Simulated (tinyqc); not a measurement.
Born-Oppenheimer dynamics on the B3LYP (VWN-RPA form)/6-31g surface (energies and gradients from PySCF), for H2, spin multiplicity 1, step by step. Computed by tinyqc, a small Python program that keeps every step (integrals from PySCF). Settings: charge = 0, multiplicity = 1, basis = 6-31g, functional = b3lyp, time step (fs) = 2.0, steps = 24. Command: `OMP_NUM_THREADS=1 python tinyqc.py 29148 29149 out.jsonl` (the two numbers bound the seeds that draw the settings). One thread of a shared host (Intel(R) Xeon(R) Processor @ 2.60GHz), about 4 s of CPU time with the checks.

## Velocity Verlet step 1

positions (bohr), order 1H, 2H:
$$\begin{pmatrix}
0.0000 & 0.0000 & 0.0000 \\
0.0000 & 0.0000 & 1.4815
\end{pmatrix}$$

velocities (bohr per atomic time unit), order 1H, 2H:
$$\begin{pmatrix}
0.0005575 & 0.0001570 & 0.0002940 \\
-0.0005575 & -0.0001570 & -0.0002940
\end{pmatrix}$$

gradient (hartree/bohr), order 1H, 2H:
$$\begin{pmatrix}
0.000000 & 0.000000 & -0.025830 \\
0.000000 & 0.000000 & 0.025830
\end{pmatrix}$$

masses (electron masses): 1H 1837.1526, 2H 1837.1526

gradient after step 1 (hartree/bohr), order 1H, 2H:
$$\begin{pmatrix}
-0.001843 & -0.000519 & 0.026726 \\
0.001843 & 0.000519 & -0.026726
\end{pmatrix}$$

dt = 2 fs = 82.6827 atomic units; x' = x + v dt - g dt^2 / (2m); after the new gradient g', v' = v - (g + g') dt / (2m).

positions after step 1 (bohr), order 1H, 2H:
$$\begin{pmatrix}
0.0461 & 0.0130 & 0.0724 \\
-0.0461 & -0.0130 & 1.4092
\end{pmatrix}$$

velocities after step 1 (bohr per atomic time unit), order 1H, 2H:
$$\begin{pmatrix}
0.0005990 & 0.0001687 & 0.0002738 \\
-0.0005990 & -0.0001687 & -0.0002738
\end{pmatrix}$$

## Velocity Verlet step 2

gradient after step 2 (hartree/bohr), order 1H, 2H:
$$\begin{pmatrix}
0.000130 & 0.000037 & -0.000916 \\
-0.000130 & -0.000037 & 0.000916
\end{pmatrix}$$

As before.

positions after step 2 (bohr), order 1H, 2H:
$$\begin{pmatrix}
0.0990 & 0.0279 & 0.0453 \\
-0.0990 & -0.0279 & 1.4363
\end{pmatrix}$$

velocities after step 2 (bohr per atomic time unit), order 1H, 2H:
$$\begin{pmatrix}
0.0006375 & 0.0001795 & -0.0003070 \\
-0.0006375 & -0.0001795 & 0.0003070
\end{pmatrix}$$

## Energy conservation

The total energy should stay constant up to terms of order dt^2; the step counts as short enough if it moves by less than 2 % of the largest kinetic energy.

Trajectory:
```
time (fs)  1H-2H (angstrom)  potential (hartree)  kinetic (hartree)  total (hartree)
0.0000               0.7840            -1.174432           0.000775        -1.173657
2.0000               0.7092            -1.174663           0.000849        -1.173814
4.0000               0.7441            -1.175481           0.000979        -1.174502
6.0000               0.7792            -1.174656           0.000642        -1.174013
8.0000               0.7266            -1.175300           0.000888        -1.174412
10.0000              0.7260            -1.175286           0.000886        -1.174400
12.0000              0.7792            -1.174652           0.000645        -1.174008
14.0000              0.7447            -1.175480           0.000983        -1.174497
16.0000              0.7087            -1.174636           0.000849        -1.173788
18.0000              0.7842            -1.174420           0.000781        -1.173639
20.0000              0.7610            -1.175266           0.001155        -1.174111
22.0000              0.6931            -1.173622           0.000855        -1.172767
24.0000              0.7943            -1.173874           0.001012        -1.172862
26.0000              0.7758            -1.174798           0.001455        -1.173343
28.0000              0.6773            -1.172126           0.000909        -1.171217
30.0000              0.8128            -1.172622           0.001387        -1.171235
32.0000              0.7935            -1.173923           0.002082        -1.171841
34.0000              0.6561            -1.169309           0.001076        -1.168233
36.0000              0.8505            -1.169203           0.002357        -1.166846
38.0000              0.8306            -1.171144           0.003588        -1.167556
40.0000              0.6259            -1.163412           0.001428        -1.161984
42.0000              0.9180            -1.160868           0.005703        -1.155165
44.0000              0.9214            -1.160399           0.005332        -1.155067
46.0000              0.6331            -1.165037           0.001843        -1.163193
48.0000              0.7993            -1.173566           0.003071        -1.170494
```

The total energy moves within 1.9e-02 hartree; that is over 2 % of the largest kinetic energy, so the time step is too long.
